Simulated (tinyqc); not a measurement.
Five-level k.p model folded onto the conduction band: sweeps and comparisons. A value that a table varies takes the place of the one given here.

For k along z and one spin sector the level c couples to four states. With c0 = hbar^2/2m0, P = sqrt(Ep c0), P2 = sqrt(Ep2 c0): diagonal Eg + (1 + Cm) c0 k^2 for c, and 0, -Dso, E7 + D2, E7 for lh, so, G8 up, G7 up (their own dispersion is left out); couplings of c: sqrt(2/3) P k to lh, sqrt(1/3) P k to so, sqrt(2/3) P2 k to G8 up, sqrt(1/3) P2 k to G7 up (phases chosen real).

Expanding E = H_cc + S(E) about Eg in powers of k^2, with s_n = sum_j H_cj^2/(Eg - H_jj)^n: order k^2: e2 = (1 + Cm) c0 k^2 + s1; order k^4: e4 = -s2 e2; order k^6: e6 = s3 e2^2 + s2^2 e2.

Second-order sums for the lowest conduction level at E: 1/m = 1 + Cm + (Ep/3)(2/E + 1/(E + Dso)) - (Ep2/3)(2/(E7 + D2 - E) + 1/(E7 - E)); g/2 = 1 + Cg - (Ep/3)(1/E - 1/(E + Dso)) - (Ep2/3)(1/(E7 - E) - 1/(E7 + D2 - E)). E is counted from the top of the valence band; E = Eg at the edge.

Constants: hbar^2/2m0 = 3.80998211 eV angstrom^2.

Inputs chosen for the exercise (near those of GaAs; the results hold for these values, not for the real material):
- Eg = 1.518 eV (gap at Gamma to the s-like level)
- Dso = 0.34 eV (spin-orbit splitting)
- Ep = 25.5 eV (Kane energy)
- E7 = 4.61 eV (upper Gamma7 conduction level, from the valence top)
- D2 = 0.16 eV (its spin-orbit splitting, Gamma8 above Gamma7)
- Ep2 = 4.4 eV (Kane energy to the upper levels)
- Cm = -0.2 (remote term in 1/m)
- Cg = -0.02 (remote term in g/2)

## How far the series holds

Energies from Eg; Pk/Eg measures the coupling.

Levels (eV):
```
k (1/angstrom)  Pk/Eg  to k^2   to k^4   to k^6   exact
0.0231          0.150  0.0309   0.0303   0.0303  0.0303
0.0528          0.343  0.1614   0.1438   0.1474  0.1467
0.0825          0.536  0.3941   0.2891   0.3415  0.3218
0.1122          0.729  0.7289   0.3698   0.7009  0.5285
0.1419          0.921  1.1659   0.2473   1.6020  0.7489
0.1716          1.114  1.7050  -0.2596   3.9774  0.9712
0.2013          1.307  2.3463  -1.3740   9.6671  1.1867
0.2310          1.500  3.0897  -3.3617  21.8513  1.3888
```

Within 2 % of the exact level stay: the k^2 term in no row, the sum to k^4 up to Pk/Eg = 0.34, the sum to k^6 up to Pk/Eg = 0.34. In the last row the errors are +1701, -4750 and +20463 meV: higher orders make it worse, since the series in k^2 converges only for Pk below about Eg/2 in the two-level limit E = Eg/2 + sqrt(Eg^2/4 + P^2 k^2).

## Mass and g factor above the band edge

The sums are evaluated at E = Eg + dE, as is done for confined or hot electrons.

Results:
```
dE (meV)    m(E)    g(E)  m(E)/m(Eg)  1 + dE/Eg
0         0.0658  -0.136      1.0000     1.0000
20        0.0667  -0.088      1.0135     1.0132
50        0.0680  -0.020      1.0339     1.0329
100       0.0703   0.086      1.0682     1.0659
150       0.0726   0.183      1.1028     1.0988
200       0.0749   0.272      1.1378     1.1318
300       0.0795   0.430      1.2089     1.1976
```

Over 300 meV the mass grows by 20.9 %, against 19.8 % for two levels alone, and g moves from -0.136 to 0.430, crossing zero near dE = 60 meV.

## Six materials (three-level Kane formulas for mass and g factor)

1/m = 1 + (Ep/3)(2/Eg + 1/(Eg + Dso)), g = 2 - (2 Ep/3)(1/Eg - 1/(Eg + Dso)). The inputs are values chosen for the exercise.

Results:
```
case         Eg (eV)  Dso (eV)  Ep (eV)  m (m0)        g   Eg/Ep
A near ZnSe    2.856     0.406     24.1  0.1100    1.300  0.1185
B near GaSb    0.827     0.751     27.2  0.0349   -8.435  0.0304
C near CdTe    1.620     0.924     19.1  0.0880   -0.855  0.0848
D near GaAs    1.496     0.347     26.1  0.0576   -0.190  0.0573
E near GaP     2.896     0.081     31.6  0.0847    1.802  0.0916
F near InSb    0.240     0.821     23.5  0.0136  -48.512  0.0102
```

The mass follows the gap: m/(Eg/Ep) lies between 0.92 and 1.33, while m itself spans a factor of 8.1. The order by mass differs from the order by gap. g is negative for B, C, D and F; it needs Ep Dso > 3 Eg (Eg + Dso). Where g is small, two larger terms cancel: 5 % in Ep moves g by (2 - g)/20, and the levels left out move it by tenths. Remote bands, left out here, make real masses heavier, by up to a half in the wider-gap crystals. All rows are for the Gamma valley, which is not the lowest one in GaP and Ge.

## What each parameter does

Mass and g at E = Eg. Each row changes one parameter from the base and keeps the others.

Results:
```
case             m (m0)        g
base            0.06580  -0.1360
Eg = 1.366 eV   0.05912  -0.5628
Dso = 0.306 eV  0.06543   0.0346
Ep = 22.95 eV   0.07342   0.0689
E7 = 4.149 eV   0.06682  -0.1532
D2 = 0.144 eV   0.06582  -0.1315
Ep2 = 4.84 eV   0.06640  -0.1407
```

The largest shifts from the base row, up to three for each result and ties (the steps differ in size, so this ranks the rows, not the parameters). m (m0): Ep +0.00762, Eg -0.00668, E7 +0.00102. g: Eg -0.4268, Ep +0.2049, Dso +0.1706.

Computed by tinyqc, a small Python program: `OMP_NUM_THREADS=1 python tinyqc.py 1050461 1050462 out.jsonl` (the numbers bound the seed that draws the inputs); one thread of a shared host (Intel(R) Xeon(R) Processor @ 2.30GHz), about 0.01 s for the whole set of steps.
